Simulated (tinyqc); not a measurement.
From a target to a composition: model-solid line-up of a strained alloy layer on a substrate. Two cases, with inputs chosen for the exercise.

Problem. A layer of the alloy is strained to the substrate, and its gap (Ec minus the top valence edge) is given. Find x between 0.54 and 0.98, where the gap is monotonic.

All values of the alloy are linear in x but the gap, Eg(x) = (1 - x) Eg_A + x Eg_B - C x (1 - x), and the valence edge, Ev(x) = (1 - x) Ev_A + x Ev_B + fv C x (1 - x); Ec = Ev + Eg. Ev is the top of the unstrained valence band on a scale common to all materials. In the layer only the Gamma valley of the conduction band is followed, also where an X or L valley would lie lower.

Coherent growth on a (001) face: e_par = (a_s - a)/a, e_perp = -2 (C12/C11) e_par; exx = eyy = e_par, ezz = e_perp, no shear.

Strained edges: Ec + ac tr(e); the valence edges are Ev plus the levels of the 6 x 6 matrix of X, Y, Z times spin with -Dso/3 + l exx + m (eyy + ezz) on the diagonal (cyclic), n exy off it, l = av + 2 b, m = av - b, n = sqrt(3) d. Spin-orbit term (Dso/3) L.sigma on X, Y, Z with (L_k)_ij = -i epsilon_kij: <X+|H|Y+> = -i Dso/3, <X+|H|Z-> = Dso/3, <Y+|H|Z-> = -i Dso/3, <Z+|H|X-> = -Dso/3, <Z+|H|Y-> = i Dso/3, <X-|H|Y-> = i Dso/3, and their conjugates; + and - are the spin along z.

Case 1.

Values chosen (A near AlAs, B near InAs, substrate near InAs; the results hold for these values, not for the real material): a = (5.667, 6.049) angstrom (lattice constant of A, B); Eg = (3.088, 0.414) eV (gap at Gamma to the s-like level of A, B); Dso = (0.284, 0.387) eV (spin-orbit splitting of A, B); Ev = (-1.34, -0.59) eV (top of the unstrained valence band of A, B); ac = (-5.6, -5.04) eV (conduction deformation potential of A, B); av = (2.46, 0.99) eV (valence hydrostatic potential of A, B); b = (-2.32, -1.77) eV (tetragonal shear potential of A, B); d = (-3.44, -3.58) eV (trigonal shear potential of A, B); C11 = (125, 83.4) GPa (of A, B); C12 = (52.7, 45.6) GPa (of A, B); C44 = (54.3, 39.2) GPa (of A, B); C = 0.579 eV (bowing of the gap); fv = 0.2 (share of the bowing taken by the valence edge); a_s = 6.049 angstrom (substrate); face = 001 (growth face).

strained gap = 0.987783 eV

Case 2.

Values chosen (A near AlAs, B near InAs, substrate near InAs; the results hold for these values, not for the real material): a = (5.669, 6.049) angstrom (lattice constant of A, B); Eg = (3.094, 0.415) eV (gap at Gamma to the s-like level of A, B); Dso = (0.277, 0.39) eV (spin-orbit splitting of A, B); Ev = (-1.33, -0.59) eV (top of the unstrained valence band of A, B); ac = (-5.59, -5.07) eV (conduction deformation potential of A, B); av = (2.5, 0.99) eV (valence hydrostatic potential of A, B); b = (-2.3, -1.81) eV (tetragonal shear potential of A, B); d = (-3.4, -3.64) eV (trigonal shear potential of A, B); C11 = (125.4, 82.7) GPa (of A, B); C12 = (54.1, 44.7) GPa (of A, B); C44 = (54.4, 39.8) GPa (of A, B); C = 0.573 eV (bowing of the gap); fv = 0 (share of the bowing taken by the valence edge); a_s = 6.049 angstrom (substrate); face = 001 (growth face).

strained gap = 0.976597 eV

Find: x; e_par; gap of the relaxed alloy.

Solution.

Case 1.

x = 0.620
e_par = 2.459 %
gap of the relaxed alloy = 1.294 eV

Bisect on x; the strained gap is 1.1093 eV at x = 0.54 and 0.4443 eV at x = 0.98.

Case 2.

x = 0.630
e_par = 2.380 %
gap of the relaxed alloy = 1.273 eV

Bisect on x; the strained gap is 1.1146 eV at x = 0.54 and 0.4454 eV at x = 0.98.

Computed by tinyqc, one run a case: `OMP_NUM_THREADS=1 python tinyqc.py N N+1 out.jsonl` with N = 1081168, 1081174; one thread of a shared Intel(R) Xeon(R) Processor @ 2.30GHz, about 0.02 s a run at most.
